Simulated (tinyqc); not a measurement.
Inside a calculation. Model: long-channel MOSFET, surface-potential model.

Numbers from tinyqc (`OMP_NUM_THREADS=1 python tinyqc.py 2360024 2360025 out.jsonl`; about 0.04 s on one thread of a shared Intel Xeon 2.30GHz). Printed values are rounded.

n-channel transistor on a uniformly doped p-type body, gradual-channel approximation, constant mobility, Boltzmann statistics, full ionisation. Potentials are counted from the neutral body; V is the electron quasi-Fermi potential, Vsb at the source and Vsb + Vds at the drain. Charges are magnitudes per area.

Parameters, values chosen for the exercise; material values close to those of gallium arsenide: temperature T = 400 K; band gap Eg = 1.43 eV; relative permittivity of the semiconductor eps_r = 12.8; conduction-band density of states at T Nc = 6.84e17 cm^-3; valence-band density of states at T Nv = 1.38e19 cm^-3; acceptor density of the body Na = 1.4e16 cm^-3; relative permittivity of the gate insulator eox = 22.5; insulator thickness tox = 20 nm; flat-band voltage Vfb = -1.28 V; channel mobility mu = 380 cm^2/(V s); gate width W = 2 um; gate length L = 5 um; source-body reverse bias Vsb = 0.5 V; gate-source voltage Vgs = 1.24 V; drain-source voltage Vds = 0.2 V.

Constants: q = 1.602176634e-19 C, kB = 1.380649e-23 J/K, Vt = kB T/q, eps0 = 8.8541878128e-14 F/cm where lengths are in cm. Results are converted to the units shown.

Range of the model: The surface field at the source is about 1.0 MV/cm, where quantisation and degeneracy of the inversion layer, left out here, matter.

## Body potential, insulator capacitance and body factor

ni = sqrt(Nc Nv) exp(-Eg/(2 Vt)), Eg in volts; phiF = Vt ln(Na/ni); Cox = eps0 eox/tox; gamma = sqrt(2 q eps0 eps_r Na)/Cox. VT = Vfb + 2 phiF + gamma sqrt(2 phiF + Vsb), m = 1 + gamma/(2 sqrt(2 phiF + Vsb)).

ni = 3.01206e9 cm^-3
phiF = 0.529171 V
Cox = 0.996096 uF/cm^2
gamma = 0.0715834 V^0.5
VT = -0.132297 V
m = 1.02867

## Iteration 1: surface potential at the source by Newton steps

psi at the start (the smaller of 2 phiF + Vsb + 4 Vt and the root without inversion charge) = 1.69622 V

With V = Vsb: G = psi - Vt + Vt e, e = exp((psi - 2 phiF - Vsb)/Vt); f = Vgs + Vsb - Vfb - psi - gamma sqrt(G); f' = -1 - gamma (1 + e)/(2 sqrt(G)); psi(new) = psi - f/f'.

G = 3.54372 V
f = 1.18903 V
f' = -2.05710
psi after iteration 1 = 2.27423 V

## Iteration 2: surface potential at the source by Newton steps

As before.

G = 3.60772e7 V
f = -429.215 V
f' = -6237.86
psi after iteration 2 = 2.20542 V

The value that enters this step is an overshoot, farther from the solution than the start was, so its intermediate quantities are not physical.

## Course of the iteration: surface potential at the source by Newton steps

Stop when psi changes by less than 1e-10 V, or after 40 iterations.

Course of the iteration:
```
iteration  psi (V)  |change| (V)
1          2.27423         0.578
2          2.20542        0.0688
3          2.13687        0.0686
4          2.06905        0.0678
5          2.00331        0.0657
6          1.94315        0.0602
7          1.89612        0.0470
8          1.87142        0.0247
9          1.86606       5.36e-3
10         1.86585       2.09e-4
11         1.86585       3.01e-7
12         1.86585      6.23e-13
```

Converged in 12 iterations. At the end the number of correct digits about doubles with each step.

## Charges and current of the charge-sheet model

psi_0 = 1.86585 V
psi_L = 2.05348 V

psi_0 and psi_L solve Vgs + Vsb - Vfb - psi = gamma sqrt(G) at V = Vsb and Vsb + Vds. Qi = Cox gamma [sqrt(G) - sqrt(psi - Vt)], G = psi - Vt + Vt exp((psi - 2 phiF - V)/Vt), at both ends. With U = Vgs + Vsb - Vfb: drift = mu (W/L) Cox [U (psi_L - psi_0) - (psi_L^2 - psi_0^2)/2 - (2/3) gamma ((psi_L - Vt)^1.5 - (psi_0 - Vt)^1.5)]; diffusion = mu (W/L) Vt (Qi0 - QiL).

Qi0 = 1053.15 nC/cm^2
QiL = 861.433 nC/cm^2
drift current = 27.3010 uA
diffusion current = 1.00448 uA
drain current = 28.3055 uA

Drift carries 96.5 % of the current.

## Inversion charge along the channel

V, point 0 to 8 (V): [0.5, 0.525, 0.55, 0.575, 0.6, 0.625, 0.65, 0.675, 0.7]

The surface potential psi at channel potential V solves Vgs + Vsb - Vfb - psi = gamma sqrt(G), G = psi - Vt + Vt exp((psi - 2 phiF - V)/Vt). Charge sheet: Qi = Cox gamma [sqrt(G) - sqrt(psi - Vt)]. Pao-Sah: Qi = (Cox gamma/2) integral from 3 Vt to psi of exp((u - 2 phiF - V)/Vt)/sqrt(G(u, V)) du.

psi, point 0 to 8 (V): [1.86585, 1.88941, 1.91295, 1.93645, 1.95993, 1.98337, 2.00677, 2.03014, 2.05348]
Qi, charge sheet, point 0 to 8 (nC/cm^2): [1053.15, 1029.06, 1005.00, 980.981, 956.994, 933.044, 909.133, 885.262, 861.433]
Qi, Pao-Sah, point 0 to 8 (nC/cm^2): [1056.70, 1032.53, 1008.40, 984.309, 960.252, 936.232, 912.252, 888.313, 864.415]

At the source the charge-sheet charge is 0.34 % below the Pao-Sah one.

## Pao-Sah current by Simpson's rule

I = mu (W/L) integral of Qi dV; Simpson's rule on the 9 points, step Vds/8, weights 1, 4, 2, ..., 4, 1 times step/3.

Pao-Sah current = 29.1947 uA

Gauss-Legendre quadrature on many points gives 29.19 uA, so this value is within 0.01 % of it; the charge-sheet current, 28.31 uA, is 3.0 % below it.
